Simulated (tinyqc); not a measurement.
# Trap density from the leakage

Question. Trap-assisted leakage is J = q Nt times the integral over x of the rate through one trap. Find Nt, the areal density Nt t and the mean in-plane spacing (Nt t)^(-1/2).

Values chosen for this exercise:
- t = 7.9 nm (thickness)

Constants: q = 1.602176634e-19 C. Results are converted to the units shown.

J = 0.17074740 A/cm^2
integral of the rate over x = 2.2674924e7 nm/s

Answer. J is proportional to Nt.

Nt = 4.70e17 cm^-3
Nt t = 3.71e11 cm^-2
in-plane spacing = 16.4 nm

tinyqc, about 0.04 s, one thread, Intel Xeon 2.30GHz (shared host): `OMP_NUM_THREADS=1 python tinyqc.py 2370110 2370111 out.jsonl`
